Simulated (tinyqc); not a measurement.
Core-shell quantum dot (spherical envelope functions): one step. Ground states. Two cases, with inputs chosen for the exercise.

Task: Find the lowest root for electron and hole, and the share of u^2 inside the core.

Parabolic bands; strain and other valleys are left out. s states, u = r psi, hard wall at R + H, c = hbar^2/2m0, energies from the band edges of the core. Core: u = sin(k1 r)/k1, k1 = sqrt(m1 E/c). At R, psi and psi'/m are continuous, so u is continuous and its slope in the shell is s = u/R + (m2/m1)(u' - u/R). Shell: u(R + x) = u(R) cos(k2 x) + s sin(k2 x)/k2, k2 = sqrt(m2 (E - V)/c); for negative arguments the functions turn into sinh and cosh. A level has u(R + H) = 0.

Constants: hbar^2/2m0 = 3.80998211 eV angstrom^2.

Case 1.

Values chosen (near those of an InAs/InP core-shell dot; shifted at random, so the results belong to these values and not to a real crystal): R = 15 angstrom (core radius); H = 17 angstrom (shell thickness); Vc = 0.52 eV (conduction edge of the shell above that of the core); Vv = 0.416 eV (hole barrier of the shell); me1 = 0.029 m0 (electron, core); me2 = 0.082 m0 (electron, shell); mh1 = 0.364 m0 (hole, core); mh2 = 0.477 m0 (hole, shell).

Case 2.

Values chosen (near those of an InAs/InP core-shell dot; shifted at random, so the results belong to these values and not to a real crystal): R = 12 angstrom (core radius); H = 30 angstrom (shell thickness); Vc = 0.465 eV (conduction edge of the shell above that of the core); Vv = 0.424 eV (hole barrier of the shell); me1 = 0.029 m0 (electron, core); me2 = 0.08 m0 (electron, shell); mh1 = 0.367 m0 (hole, core); mh2 = 0.522 m0 (hole, shell).

Give: a table of carrier, E (eV), share in the core.

Result:

Case 1.

Levels:
```
carrier   E (eV)  share in the core
electron  0.7703              0.459
hole      0.2231              0.817
```

The core holds 10 % of the volume. The hole stays in the core while the electron spreads over core and shell (quasi type II behaviour; the line-up itself is of type I).

Case 2.

Levels:
```
carrier   E (eV)  share in the core
electron  0.6634              0.180
hole      0.2840              0.702
```

The core holds 2 % of the volume. The electron sits mainly in the shell and the hole in the core: the edges are of type I, but the core is too small to hold the light electron.

Computed by tinyqc, one run a case: `OMP_NUM_THREADS=1 python tinyqc.py N N+1 out.jsonl` with N = 1280224, 1280656; one thread of a shared Intel(R) Xeon(R) Processor @ 2.30GHz, about 0.05 s a run at most.
